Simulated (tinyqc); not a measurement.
## Boundary resistance from two temperatures

Inverse problem. A strip of width ws dissipates Pw per length on layer 1; with 45-degree spreading Tj - Tb = Pw [ln(w1/ws)/(2 k1) + Rb/w1], w1 = ws + 2 t1, where Tb is the temperature just under the boundary. Find Rb.

Parameters, values chosen for the exercise: width of the heated strip ws = 12 um; power per length of the strip Pw = 0.47 W/mm; thickness of layer 1 t1 = 1.5 um; conductivity of layer 1 k1 = 166 W/(m K).

Tb and Tj (K): 295.531763  296.662325

Solution. Subtract the resistance of layer 1 from (Tj - Tb)/Pw and multiply by w1.

Rb = 26.00 m^2 K/GW

Computed by the program tinyqc: `OMP_NUM_THREADS=1 python tinyqc.py 2520145 2520146 out.jsonl`, one thread of a shared Intel Xeon 2.30GHz, about 0.01 s for the whole run.
